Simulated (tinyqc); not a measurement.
# Changing the contact height h_c

Model: chemical-mechanical planarisation: Preston law, pattern density and step-height reduction. Computed by tinyqc, a small Python program. Command: `OMP_NUM_THREADS=1 python tinyqc.py 3023354 3023355 out.jsonl cmp sweep`. One thread of a shared host (Intel(R) Xeon(R) Processor @ 2.30GHz), about 0.02 s of CPU time with the checks.

A row of 10 cells, repeated periodically, holds raised features that cover a share rho of each cell.

Inputs (values chosen for the exercise, close to those used for oxide polishing):

| quantity | value | unit |
|---|---|---|
| Preston coefficient K | 2.9e-13 | 1/Pa |
| pressure P | 39 | kPa |
| platen and carrier speed | 93 | rpm |
| distance between the centres | 14 | cm |
| initial step height h0 | 170 | nm |
| film above the raised areas z0 | 390 | nm |
| cell size | 1.3 | mm |
| planarisation length | 2.4 | mm |
| polish time t | 10 | s |

local pattern densities, cell by cell: 0.6  0.9  0.3  0.4  0.1  0.9  0.9  0.25  0.2  0.4

Method:
- With equal rotation speeds the relative speed is uniform, v = omega r_c; Preston rate R0 = K P v.
- The stiff pad averages the density: rho_eff(i) = sum_j w_ij rho_j / sum_j w_ij, w = exp(-2 d^2/L^2), L the planarisation length and d the distance between cell centres, summed over all periodic images of cell j.
- While h > h_c only raised areas polish, at R0/rho_eff, until t_c = rho_eff (h0 - h_c)/R0. After that h = h_c exp(-(t - t_c)/tau), tau = rho_eff h_c/R0; low areas polish at R0 (1 - h/h_c) and raised areas at R0 [1 + (1 - rho_eff) h/(rho_eff h_c)]. Removed from raised areas after t_c: h0 - h_c + R0 (t - t_c) + (1 - rho_eff)(h_c - h); from low areas: R0 (t - t_c) - rho_eff (h_c - h). Film left = z0 less the removal from raised areas.

One run for each value:

| contact height h_c (nm) | largest remaining step (nm) | range of film left across the row (nm) | thinnest film left (nm) |
|---|---|---|---|
| 5.1 | 2.666e-05 | 63.06 | 118.3 |
| 19.0 | 3.494e-01 | 63.17 | 118.3 |
| 33.0 | 2.163e+00 | 63.75 | 118.3 |
| 47.0 | 5.150e+00 | 64.70 | 118.3 |
| 60.0 | 8.547e+00 | 65.73 | 118.3 |
| 74.0 | 1.261e+01 | 66.88 | 118.5 |
| 88.0 | 1.695e+01 | 67.96 | 118.8 |
| 100.0 | 2.082e+01 | 68.79 | 119.2 |

Over the rows, largest remaining step (nm) rises from 2.67e-5 to 20.8 (exponent d ln y / d ln x 7.2 between the first rows and 1.6 between the last); range of film left across the row (nm) rises from 63.1 to 68.8 (exponent d ln y / d ln x 0.0013 between the first rows and 0.095 between the last); thinnest film left (nm) rises from 118.3 to 119.2. A softer pad (larger h_c) touches the low areas sooner, so steps linger.

Extremes, crossings and ranges named in words are read from the listed rows.
